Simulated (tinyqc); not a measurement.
# Ellipsometry and reflectance of a transparent film on an absorbing substrate: what changes with what

Air (index 1), film, substrate with N2 = n2 - i k2; time factor exp(+i w t). q_j = sqrt(N_j^2 - sin^2 th), root with positive real part. Fresnel coefficients r_s = (q_a - q_b)/(q_a + q_b), r_p = (N_b^2 q_a - N_a^2 q_b)/(N_b^2 q_a + N_a^2 q_b). tan(Psi) exp(i Delta) = R_p/R_s, Delta taken from 0 to 360 degrees.

Parameters, values chosen for the exercise; indices close to those of aluminium oxide on silicon:
- lam = 632.8 nm (wavelength)
- th = 70 degrees (angle of incidence)
- n1 = 1.671 (index of the transparent film)
- d = 350 nm (film thickness)
- n2 = 3.882 (index of the substrate)
- k2 = 0.019 (extinction coefficient of the substrate)

Each table varies one quantity; the others keep the values above.

## Psi and Delta against the film thickness

beta = 2 pi d q1/lam, X = exp(-2 i beta), R = (r01 + r12 X)/(1 + r01 r12 X) for p and s. The last column is the derivative of Delta.

Results:

| d (nm) | Psi (degrees) | Delta (degrees) | \|R_p\|^2 | \|R_s\|^2 | dDelta/dd (degrees/nm) |
|---|---|---|---|---|---|
| 0 | 10.57 | 179.2 | 0.02420 | 0.6947 | -3.296 |
| 26 | 16.17 | 113.4 | 0.05602 | 0.6667 | -1.641 |
| 51 | 24.92 | 84.09 | 0.1237 | 0.5733 | -0.8348 |
| 102 | 57.44 | 46.94 | 0.2282 | 0.09306 | -1.904 |
| 128 | 55.82 | 310.6 | 0.2270 | 0.1047 | -1.644 |
| 153 | 35.15 | 291.7 | 0.1882 | 0.3796 | -0.5155 |
| 179 | 24.40 | 274.6 | 0.1195 | 0.5805 | -0.8637 |
| 204 | 15.68 | 244.1 | 0.05279 | 0.6696 | -1.721 |
| 230 | 10.59 | 175.9 | 0.02428 | 0.6947 | -3.287 |

Estimate the missing row, d = 77 nm.

Computed row:

| d (nm) | Psi (degrees) | Delta (degrees) | \|R_p\|^2 | \|R_s\|^2 | dDelta/dd (degrees/nm) |
|---|---|---|---|---|---|
| 77 | 35.89 | 67.47 | 0.1914 | 0.3656 | -0.5099 |

With this row back in the table: Psi goes from 10.6 through a maximum of 57.4 (at d = 102 nm among the rows listed) to 10.6 degrees. The period is 229.0 nm, after which Psi and Delta return to the values of the bare substrate, so one angle and wavelength fix d only up to a multiple of it. The size of the slope of Delta runs from 0.510 to 3.30 degrees/nm among the rows; Delta is counted modulo 360 degrees, and sharper features can lie between the rows.

## Effect of the angle of incidence

Same model as above.

dDelta/dd is the derivative of Delta; period lam/(2 q1).

Effect of the angle of incidence:

| th (degrees) | Psi (degrees) | Delta (degrees) | \|R_p\|^2 | \|R_s\|^2 | dDelta/dd (degrees/nm) | period (nm) |
|---|---|---|---|---|---|---|
| 50 | 37.703 | 231.20 | 0.098046 | 0.16410 | -0.70705 | 213.05 |
| 55 | 42.121 | 250.08 | 0.10125 | 0.12383 | -0.69490 | 217.24 |
| 60 | 50.265 | 270.74 | 0.12300 | 0.084989 | -0.81263 | 221.40 |
| 65 | 59.567 | 295.90 | 0.16524 | 0.057027 | -1.8327 | 225.38 |
| 70 | 64.058 | 328.03 | 0.23140 | 0.054762 | -3.6061 | 228.99 |
| 75 | 61.153 | 353.03 | 0.32909 | 0.099849 | -3.2458 | 232.04 |
| 80 | 55.418 | 2.6936 | 0.47273 | 0.22468 | -1.9303 | 234.38 |
| 85 | 49.922 | 3.1928 | 0.68544 | 0.48529 | -0.86644 | 235.84 |

What does the comparison show?

Psi goes from 37.7 through a maximum of 64.1 (at th = 70 among the rows listed) to 49.9 degrees and |R_p|^2 rises from 0.0980 to 0.685. The slope of Delta is largest in size, 3.61 degrees/nm, at th = 70 among the rows. The bare substrate has its smallest |R_p| near arctan(n2) = 75.6 degrees.

Numbers from tinyqc (`OMP_NUM_THREADS=1 python tinyqc.py 2870154 2870155 out.jsonl`; about 0.01 s on one thread of a shared Intel Xeon 2.30GHz).
